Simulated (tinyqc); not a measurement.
What moves the results: three-band (Emery) model of a CuO2 plane downfolded to one band. A value that a table varies takes the place of the one given here.

Electron picture, d at 0 and the oxygen p orbitals at -D; sx = sin(kx a/2), sy = sin(ky a/2). H = [[0, 2 tpd sx, -2 tpd sy], [., -D, -4 tpp sx sy], [., ., -D]], real and symmetric. The top (antibonding) band crosses the Fermi level.

One-band form E = e0 - 2t (cos kx + cos ky) - 4t' cos kx cos ky - 2t'' (cos 2kx + cos 2ky) - 4t''' (cos 2kx cos ky + cos kx cos 2ky), k in 1/a. Each hopping is minus the mean of E cos(m kx) cos(n ky) over a 12 x 12 mesh, k = (j + 1/2) 2 pi/12.

Inputs chosen for the exercise (out of a larger set: of the size used for cuprate planes; not measured data):

| symbol | value | unit | meaning |
|---|---|---|---|
| D | 3 | eV | ed - ep |
| tpd | 1.11 | eV | d-p hopping |
| tpp | 0.36 | eV | p-p hopping |

## Ways to reach one band

e0, t, t', t'', t''' (eV): 1.28167  0.30326  -0.00641  0.01899  0.00047

k in pi/a. Second order: 4 tpd^2 (sx^2 + sy^2)/D. Downfolded at a fixed energy: h(E0) = V (E0 - H_pp)^-1 V^T at E0 = the exact level at (1/2,1/2), then linearised, E = E0 + Z (h(E0) - E0), Z = 1/(1 + |(E0 - H_pp)^-1 V^T|^2). Fourier: all four hoppings.

Top band (eV):

| k | exact | second order | linearised | Fourier |
|---|---|---|---|---|
| (0,0) | 0.0000 | 0.0000 | 0.0000 | 0.0145 |
| (1/2,0) | 0.6712 | 0.8214 | 0.6566 | 0.6770 |
| (1,0) | 1.1793 | 1.6428 | 1.1777 | 1.1801 |
| (1,1/2) | 1.8904 | 2.4642 | 1.8613 | 1.8863 |
| (1,1) | 2.4550 | 3.2856 | 2.2934 | 2.4482 |
| (3/4,3/4) | 2.1473 | 2.8044 | 2.0733 | 2.1522 |
| (1/2,1/2) | 1.3556 | 1.6428 | 1.3556 | 1.3576 |
| (1/4,1/4) | 0.4462 | 0.4812 | 0.4264 | 0.4367 |

The band is 2.455 eV wide; second order gives 3.286, a factor 1.34, since 2 tpd/D = 0.74 is not small. It also leaves out tpp, which widens the exact band and so lowers this factor. Linearising about the Fermi region is exact at (1/2,1/2), off by 1.5 meV at (1,0) and 162 meV at worst, far from E0. The four Fourier hoppings err by at most 15 meV, at (0,0).

## What sets t'/t

tpp is varied; points are in units of pi/a. E(1,0) is the saddle point; the filling is the share of a 40 x 40 mesh, k = (j + 1/2) 2 pi/40, below the saddle energy, times two.

One-band values:

| tpp (eV) | t (eV) | t' (eV) | t'' (eV) | t'/t | E(1,0) - E(1/2,1/2) (eV) | electrons at the saddle |
|---|---|---|---|---|---|---|
| 0.05 | 0.2469 | 0.0189 | 0.0127 | 0.077 | -0.0223 | 0.950 |
| 0.20 | 0.2725 | 0.0074 | 0.0157 | 0.027 | -0.0934 | 0.925 |
| 0.35 | 0.3012 | -0.0055 | 0.0188 | -0.018 | -0.1709 | 0.885 |
| 0.50 | 0.3334 | -0.0200 | 0.0219 | -0.060 | -0.2556 | 0.835 |
| 0.65 | 0.3692 | -0.0362 | 0.0251 | -0.098 | -0.3479 | 0.810 |
| 0.80 | 0.4087 | -0.0541 | 0.0285 | -0.132 | -0.4485 | 0.770 |

t'/t goes from 0.077 to -0.132. With tpp = 0 the band depends on sx^2 + sy^2 alone and the line through the saddle is a nested square, whatever t' says: terms in (cos kx + cos ky)^2 bring t' and t'' in the ratio two to one, higher powers alter it (first row: 0.0189 and 0.0127 eV), so t' - 2t'', which goes from -0.0065 to -0.1110 eV, measures the rounding. Oxygen hopping lowers the saddle against (1/2,1/2), by 0.448 eV in the last row, so the van Hove filling moves from 0.95 to 0.77 electrons (mesh values, coarse by a few hundredths; the nested square holds exactly 1) and the half-filled Fermi line closes around (1,1).

## What each parameter does

Top band at (1,1), (1,0) and (1/2,1/2) in pi/a, and its d weight at (1/2,1/2). Each row changes one parameter from the base and keeps the others.

Results:

| case | E(1,1) (eV) | E(1,0) (eV) | E(1/2,1/2) (eV) | d weight |
|---|---|---|---|---|
| base | 2.4550 | 1.1793 | 1.3556 | 0.7284 |
| D = 2.7 eV | 2.5721 | 1.2482 | 1.4407 | 0.7036 |
| tpd = 1.221 eV | 2.7605 | 1.3659 | 1.5550 | 0.7115 |
| tpp = 0.324 eV | 2.4011 | 1.1793 | 1.3362 | 0.7341 |

The largest shifts from the base row, up to three for each result and ties (the steps differ in size, so this ranks the rows, not the parameters). E(1,1) (eV): tpd +0.3055, D +0.1171, tpp -0.0539. E(1,0) (eV): tpd +0.1866, D +0.0690; unchanged at the printed digits by tpp. E(1/2,1/2) (eV): tpd +0.1994, D +0.0851, tpp -0.0194. d weight: D -0.0248, tpd -0.0169, tpp +0.0057. At (1,0) sy = 0, so tpp does not enter.

Run: tinyqc, `OMP_NUM_THREADS=1 python tinyqc.py 1481415 1481416 out.jsonl`; Intel(R) Xeon(R) Processor @ 2.30GHz, one thread, shared host; about 0.06 s of CPU time with all checks.
